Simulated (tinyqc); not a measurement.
Inside a calculation. Method: extended Hueckel theory, for H6. One step of it, computed by the program tinyqc.

Problem. Mulliken analysis. P = C n C^T; charge = valence electrons (H 1) minus the sum of (P S)_ii on the atom; overlap population = 2 sum P_ij S_ij between two atoms.

coefficients, order 1H 1s, 2H 1s, 3H 1s, 4H 1s, 5H 1s, 6H 1s:
$$\begin{pmatrix}
0.198649 & 0.375345 & 0.443604 & 0.619393 & -0.705796 & 0.464122 \\
0.285272 & 0.393907 & 0.225130 & -0.404755 & 0.848163 & -0.770809 \\
0.356238 & 0.125583 & -0.427648 & -0.581689 & -0.285626 & 1.030556 \\
0.356238 & -0.125583 & -0.427648 & 0.581689 & -0.285626 & -1.030556 \\
0.285272 & -0.393907 & 0.225130 & 0.404755 & 0.848163 & 0.770809 \\
0.198649 & -0.375345 & 0.443604 & -0.619393 & -0.705796 & -0.464122
\end{pmatrix}$$

occupations: [2.000000, 2.000000, 2.000000, 0.000000, 0.000000, 0.000000]

overlap S, order 1H 1s, 2H 1s, 3H 1s, 4H 1s, 5H 1s, 6H 1s:
$$\begin{pmatrix}
1.000000 & 0.551704 & 0.102569 & 0.021469 & 0.002199 & 0.000313 \\
0.551704 & 1.000000 & 0.393587 & 0.102569 & 0.012892 & 0.002199 \\
0.102569 & 0.393587 & 1.000000 & 0.551704 & 0.102569 & 0.021469 \\
0.021469 & 0.102569 & 0.551704 & 1.000000 & 0.393587 & 0.102569 \\
0.002199 & 0.012892 & 0.102569 & 0.393587 & 1.000000 & 0.551704 \\
0.000313 & 0.002199 & 0.021469 & 0.102569 & 0.551704 & 1.000000
\end{pmatrix}$$

Give: charges; Overlap populations.

Solution.

charges: 1H -0.068, 2H 0.056, 3H 0.012, 4H 0.012, 5H 0.056, 6H -0.068

Overlap populations:
```
pair      value
2-1    0.671729
3-1   -0.029459
3-2    0.086301
4-1   -0.014262
4-2   -0.018101
4-3    0.648842
5-1    0.000076
5-2   -0.001191
5-3   -0.018101
5-4    0.086301
6-1    0.000119
6-2    0.000076
6-3   -0.014262
6-4   -0.029459
6-5    0.671729
```
